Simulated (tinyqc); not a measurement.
Comparisons within one model: two-node Weyl semimetal on a cubic lattice and its slab. A value that a table varies takes the place of the one given here.

H = d.s with dx = t sin kx, dy = t sin ky, dz = m (2 - cos kx - cos ky) + M(kz), M = tz (cos k0 - cos kz), k in 1/a. Nodes at (0, 0, +/-k0). Berry curvature of the lower band along z: Omega = d.(dd/dkx x dd/dky)/(2|d|^3), in the sense curl of i<u|grad u>.

Slab of N layers along x with hard walls: layer block t sin(ky) sy + (m (2 - cos ky) + M(kz)) sz, block to the next layer t sx/(2i) - m sz/2.

Values chosen for the exercise: t = 1.07 eV (hopping in sx and sy); m = 1.53 eV (mass term); tz = 0.87 eV (hopping along z); k0 = 0.75 1/a (position of the nodes); k = (0.37, 0.67, 2.55) 1/a (wave vector).

## Planes of fixed kz and the Fermi arc

C is the sum of Omega over a 24 x 24 mesh, k = (j + 1/2) 2 pi/24, times (2 pi/24)^2/(2 pi). Slab of 30 layers at ky = 0: lowest positive level and weight of the middle pair on the two outer layers.

Against kz:

| kz (1/a) | M (eV) | C | slab level (eV) | surface weight |
|---|---|---|---|---|
| 0.000 | -0.2334 | -0.996 | 0.00017 | 0.273 |
| 0.400 | -0.1648 | -0.970 | 0.00180 | 0.197 |
| 1.200 | 0.3213 | -0.004 | 0.34251 | 0.007 |
| 1.600 | 0.6620 | 0.000 | 0.67715 | 0.004 |
| 2.000 | 0.9986 | 0.000 | 1.01153 | 0.003 |
| 2.400 | 1.2781 | 0.000 | 1.28997 | 0.002 |
| 2.800 | 1.4563 | 0.000 | 1.46771 | 0.002 |
| 3.142 | 1.5066 | 0.000 | 1.51786 | 0.002 |

C is -1 for kz below k0 = 0.75 and 0 above, within 0.030 on this mesh. Where C = -1 the slab has a level near zero (exactly zero for a thick slab) on its faces (weight 0.27 at kz = 0): these points form the arc from -k0 to +k0, of length 1.50/a. Towards the node M goes to zero and the state spreads into the bulk; beyond it the level follows M, raised by the confinement in the slab.

## Hybridisation of the two arcs

ky = 0, kz = 0; lowest positive level against the number of layers. On a half space the amplitudes are z1^n - z2^n with z the roots of (t + m) z^2/2 - (m + M) z + (m - t)/2 = 0.

Level:

| N | E (eV) |
|---|---|
| 3 | 0.3727 |
| 4 | 0.2411 |
| 5 | 0.1658 |
| 6 | 0.1184 |
| 8 | 0.06433 |
| 10 | 0.03652 |
| 12 | 0.02114 |

z1, z2: 0.7666  0.2308

The larger root has |z| = 0.7666, so the level should fall by about |z|^2 = 0.588 for two more layers; from 10 to 12 it changes by a factor 0.579.

## What each parameter does

|E| and Omega at k, the velocity tz sin(k0) and k0/pi. Each row changes one parameter from the base and keeps the others.

Results:

| case | \|E\| (eV) | Omega (a^2) | vz (eV a) | \|sigma_xy\| (e^2/(h a)) |
|---|---|---|---|---|
| base | 1.9509 | 0.0465 | 0.5930 | 0.2387 |
| t = 0.963 eV | 1.9219 | 0.0394 | 0.5930 | 0.2387 |
| m = 1.683 eV | 1.9909 | 0.0409 | 0.5930 | 0.2387 |
| tz = 0.783 eV | 1.8268 | 0.0473 | 0.5337 | 0.2387 |
| k0 = 0.675 1/a | 1.9902 | 0.0461 | 0.5437 | 0.2149 |

The largest shifts from the base row, up to three for each result and ties (the steps differ in size, so this ranks the rows, not the parameters). |E| (eV): tz -0.1241, m +0.0400, k0 +0.0393. Omega (a^2): t -0.0071, m -0.0056, tz +0.0008. vz (eV a): tz -0.0593, k0 -0.0494; unchanged at the printed digits by t and m. |sigma_xy| (e^2/(h a)): k0 -0.0239; unchanged at the printed digits by t, m and tz. The Hall conductivity depends on the separation of the nodes alone, with EF at the nodes and no further nodes.

tinyqc: `OMP_NUM_THREADS=1 python tinyqc.py 1482398 1482399 out.jsonl`; about 0.3 s, one thread, shared Intel(R) Xeon(R) Processor @ 2.30GHz.
